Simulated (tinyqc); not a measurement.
Chemical vapour deposition: Grove model, boundary layer, depletion and step coverage: one step, computed by the program tinyqc.

A precursor diffuses to the surface and reacts there at first order; each molecule that reacts adds one formula unit of film.

Problem. Growth rate at the inlet. Fluxes in series: C_s = C_g/(1 + k_s/h_g); growth rate G = k_s h_g/(k_s + h_g) C_g/N; 1 cm/s = 6e8 nm/min.

Inputs (values chosen for the exercise, close to those used for epitaxial silicon from a chlorosilane): temperature T = 1180 C; film density N = 5e+22 formula units/cm^3; channel height b = 7.4 cm.

Reactor: horizontal, reduced pressure.

surface rate constant k_s = 1.163366 cm/s

mass-transfer coefficient h_g = 43.49811 cm/s

precursor density C_g = 4.385832e+14 1/cm^3

Give: ratio k_s/h_g; C_s/C_g; growth rate G at the inlet.

Solution.

ratio k_s/h_g = 0.026745

C_s/C_g = 0.97395

growth rate G at the inlet = 5.9633 nm/min

The surface reaction limits the rate, so temperature must be uniform. Caution: the boundary layer is capped at b/2, so U, L and nu no longer affect h_g.
